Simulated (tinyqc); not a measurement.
# Inverter chain driving a load

N inverters, each f = Hc^(1/N) times larger than the one before: delay tau N (f + pp). Switched capacitance in units of the first input, with output capacitance pp times the input: Hc + (1 + pp)(Hc - 1)/(f - 1).

Inputs (values chosen for the exercise):
- Hc = 110 (load over the input capacitance of the chain)
- pp = 0.6 (parasitic delay of an inverter)
- tau = 3.3 ps (delay unit)

Inverter chain driving a load:
```
N	f	delay (ps)	switched capacitance
1	110.0	365.0	111.6
2	10.49	73.18	128.4
3	4.791	53.38	156.0
4	3.239	50.67	187.9
5	2.560	52.14	221.8
6	2.189	55.22	256.7
7	1.957	59.07	292.2
8	1.800	63.35	328.1
```

Read the table: what changes, and by how much?

The delay goes from 365 through a minimum of 50.7 (at N = 4 among the rows listed) to 63.3 ps. The best stage effort solves pp + rho (1 - ln rho) = 0, rho = 3.27, which gives N = ln Hc/ln rho = 3.97. One stage fewer than the best costs 5.3 % in delay and saves 17 % of the switched capacitance.

Computed by the program tinyqc: `OMP_NUM_THREADS=1 python tinyqc.py 2082025 2082026 out.jsonl`, one thread of a shared Intel Xeon 2.30GHz, about 0.01 s for the whole run.
